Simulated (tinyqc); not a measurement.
Plain band against climbing image: nudged elastic band on a two-dimensional model surface. Computed by tinyqc, a small Python program. Command: `OMP_NUM_THREADS=1 python tinyqc.py 3007592 3007593 out.jsonl neb walk`. One thread of a shared host (Intel(R) Xeon(R) Processor @ 2.30GHz), about 0.1 s of CPU time with the checks.

V(x, y) = -A (cos kx + cos ky) - B cos kx cos ky + (C sin ky + S sin kx)(1 - cos kx), k = 2 pi/a; the atom hops from the minimum at (0, 0) to that at (a, 0).

Inputs (values chosen for the exercise, for a model surface):

| quantity | value | unit |
|---|---|---|
| amplitude A | 0.42 | eV |
| amplitude B | -0.097 | eV |
| skew C | 0.058 | eV |
| asymmetry S | -0.061 | eV |
| period a | 2.5 | angstrom |
| spring constant k_s | 0.66 | eV/angstrom^2 |
| step factor eta | 0.14 | angstrom^2/eV |

Surface: adatom on a square lattice. Climbing image: off.

Method:
- Newton steps x(new) = x - H^-1 grad V (moves limited to 0.3 angstrom) from (0, 0), (a, 0) and (a/2, 0) give the two minima and the saddle.
- Tangent at image i: towards the higher neighbour if the energies rise or fall through i; at a maximum or minimum, tau = t+ dmax + t- dmin if V(i+1) > V(i-1), else t+ dmin + t- dmax, with t+ = R(i+1) - R(i), t- = R(i) - R(i-1) and dmax, dmin the larger and smaller of |V(i+1) - V(i)| and |V(i-1) - V(i)|; then normalise. Force F = -grad V + (grad V.tau) tau + k_s (|t+| - |t-|) tau.
- With a climbing image, the highest image feels instead F = -grad V + 2 (grad V.tau) tau and no spring.
- Update R(new) = R + eta F; the end points stay fixed.
- Images are counted without the end points, and convergence is judged on the largest force on an image. Each run starts on the straight line with the same k_s and eta, for at most 1500 iterations; errors are against the Newton saddle; a dash marks a run that did not reach 1e-4 eV/angstrom.

positions (angstrom):
```
              x         y
start   0.00000   0.00000
end     2.50000   0.00000
saddle  1.38592  -0.08627
```

energies (eV): start -0.743000, end -0.743000, saddle -0.088234

barrier from the start = 0.654766 eV

Error of the highest image (meV) and iterations:

| images | plain, error | plain, iterations | climbing, error | climbing, iterations |
|---|---|---|---|---|
| 2 | -99.892 | 17 | 0 | 42 |
| 3 | -21.590 | 15 | 0 | 39 |
| 4 | -16.789 | 16 | 0 | 66 |
| 5 | -21.577 | 19 | 0 | 68 |
| 6 | -2.365 | 22 | 0 | 87 |
| 8 | -0.016 | 30 | 0 | 46 |
| 10 | -0.580 | 35 | 0 | 134 |

The plain band underestimates the barrier by 0.02 to 99.89 meV, depending on how near an image falls to the saddle (worst for 2 images, best for 8). The climbing image is within about 0.001 meV in every converged run, so few images suffice for the barrier.

Extremes, crossings and ranges named in words are read from the listed rows.
